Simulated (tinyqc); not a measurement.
Worked calculation: heavy doping: gap narrowing, degeneracy and the minority density. Values are carried at full precision from step to step, so a last printed digit may differ when a step is redone from the rounded ones.

Empirical narrowing (Slotboom form, constants chosen for the exercise; published fits of this form give the apparent narrowing, here it is taken as the true one): dEg = E0 [ln(N/N0) + sqrt(ln(N/N0)^2 + C)].

Constants: kB = 8.617333262e-05 eV/K; e^2/(4 pi eps0) = 14.39964547 eV angstrom.

Parameters, chosen for this exercise (gap and densities of states near those of Ge at this temperature; narrowing constants of the size fitted for Si, not for this material; not measured data):

| symbol | value | unit | meaning |
|---|---|---|---|
| N | 6.9e+18 | 1/cm^3 | ionised donors, equal to the majority density |
| E0 | 8.9 | meV | narrowing scale |
| N0 | 1.3e+17 | 1/cm^3 | onset density |
| C | 0.5 |  | smoothing constant |
| Nc | 1.28e+19 | 1/cm^3 | conduction-band density of states |
| Eg | 0.635 | eV | gap |
| Nv | 6.76e+18 | 1/cm^3 | valence-band density of states |
| T | 350 | K |  |
| eps | 15.8 |  | dielectric constant |
| Mv | 4 |  | majority valleys |

## Gap narrowing

Evaluate at N.

ln(N/N0) = 3.9717
dEg (empirical fit) = 71.25 meV

Well above N0 each decade of doping adds 2 E0 ln 10 = 41.0 meV.

## Degeneracy of the majority band

F_j(eta) = (1/Gamma(j + 1)) integral_0^infinity x^j dx/(1 + exp(x - eta)), which tends to exp(eta) for eta << 0.

Majority: N = Nc F_1/2(eta), eta the distance of EF beyond the majority band edge in kT. Degeneracy factor gam = F_1/2(eta)/exp(eta). ni0^2 = Nc Nv exp(-Eg/kT); product n p = ni0^2 gam exp(dEg/kT), dEg the true narrowing; apparent narrowing dEa = dEg + kT ln gam; minority density = n p/N.

Solve for eta and form gam.

N/Nc = 0.5391
eta = -0.4288
gam = 0.8276

## Product and minority density

Combine both effects.

ni0 = 2.49e+14 1/cm^3
exp(dEg/kT) = 10.6
dEa = 65.5 meV
sqrt(n p) = 7.39e+14 1/cm^3
minority density = 7.92e+10 1/cm^3

Narrowing multiplies the product by 10.6 and degeneracy by 0.828; together they change the minority density by a factor 8.79 against ni0^2/N.

## Two estimates of the size

Two physical estimates, e2 = e^2/(4 pi eps0), N in 1/angstrom^3: exchange shift at the Fermi level, Ex = (e2/eps) kF/pi with kF = (3 pi^2 N/Mv)^(1/3); screened-pair energy (Lanyon-Tuft), Es = (3/4)(e2/eps) qs with qs^2 = (4 pi e2 N/(eps kT)) F_-1/2(eta)/F_1/2(eta).

Evaluate both at N.

kF = 0.03710 1/angstrom
Ex = 10.76 meV
Es = 32.10 meV

Against the fitted dEg = 71.3 meV, Ex is 0.15 and Es 0.45 times as large; each keeps one mechanism only, and Ex assumes a strongly degenerate gas, while here eta is only -0.43.

## Checks

- Minority density against the Boltzmann occupation of the other band at the narrowed gap (1/cm^3): both 7.917e+10.

Run: tinyqc, `OMP_NUM_THREADS=1 python tinyqc.py 1651183 1651184 out.jsonl`; Intel(R) Xeon(R) Processor @ 2.30GHz, one thread, shared host; about 0.01 s of CPU time with all checks.
